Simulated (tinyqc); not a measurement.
Changing the thickness d_2: longitudinal sound in a periodic multilayer: transfer matrices, stop bands and folded phonons. Computed by tinyqc, a small Python program. Command: `OMP_NUM_THREADS=1 python tinyqc.py 3018264 3018265 out.jsonl multilayer sweep`. One thread of a shared host (Intel(R) Xeon(R) Processor @ 2.30GHz), about 0.01 s of CPU time with the checks.

Layers 1 and 2 repeat with period d = d_1 + d_2; waves travel normal to the layers, without loss. State vector (u, s): displacement u and stress divided by omega. Impedances Z = rho v are in 1e6 kg/(m^2 s).

Inputs (values chosen for the exercise, modelled on silica (layer 1), hafnia (layer 2) and gallium arsenide (substrate)): density rho_1 = 2.19 g/cm^3; velocity v_1 = 5980 m/s; thickness d_1 = 272 nm; density rho_2 = 9.59 g/cm^3; velocity v_2 = 5520 m/s; substrate density = 5.28 g/cm^3; substrate velocity = 4640 m/s; periods N = 2.

Method:
- Z = rho v; interface reflection r = (Z_2 - Z_1)/(Z_2 + Z_1) (stress amplitude, from 1 into 2); Bragg frequency f_B = 1/[2 (d_1/v_1 + d_2/v_2)]; long-wave velocity v_eff = d/sqrt[(d_1/v_1)^2 + (d_2/v_2)^2 + (Z_1/Z_2 + Z_2/Z_1)(d_1/v_1)(d_2/v_2)].
- A layer maps (u, s) by [[cos p, sin p/Z], [-Z sin p, cos p]], p = 2 pi f d_i/v_i; one period is M = M_2 M_1, and cos(q d) = trace(M)/2.
- For N periods A = M^N. A wave comes from a thick layer of material 1 and leaves into the substrate (Z_s): transmitted power T = 4 Z_1 Z_s/|Z_1 A_22 + Z_s A_11 - i (Z_1 Z_s A_12 - A_21)|^2, reflected power R = 1 - T.
- Gap m contains m f_B; its edges, where trace(M)/2 = (-1)^m, are found by root search. Weak-contrast estimate of the width: (4 f_B/pi) |r sin(m pi a)|, a = (d_1/v_1)/(d_1/v_1 + d_2/v_2).

One run for each value:
```
thickness d_2 (nm)  width/f_B (%)  Bragg frequency f_B (GHz)  transmitted power at f_B  long-wave velocity v_eff (m/s)
41.8                        38.99                      9.424                    0.2883                            5227
65.5                        50.78                      8.718                    0.1394                            5017
103.0                       63.93                      7.795                    0.0635                            4818
160.0                       76.28                      6.714                    0.0349                            4668
251.0                       82.47                      5.497                    0.0276                            4586
393.0                       76.35                      4.285                    0.0348                            4586
615.0                       63.79                      3.187                    0.0640                            4661
963.0                       50.76                      2.273                    0.1396                            4788
1510.0                      38.95                      1.567                    0.2889                            4937
```

Describe and explain the trends.

Over the rows, width/f_B (%) goes from 39.0 through a maximum among these rows, 82.5 at 251, to 39.0; Bragg frequency f_B (GHz) falls from 9.42 to 1.57 (exponent d ln y / d ln x -0.17 between the first rows and -0.83 between the last); transmitted power at f_B goes from 0.288 through a minimum among these rows, 0.0276 at 251, to 0.289. The relative width is largest when both layers have equal transit times, at d_2 = 251 nm.

Extremes, crossings and ranges named in words are read from the listed rows.
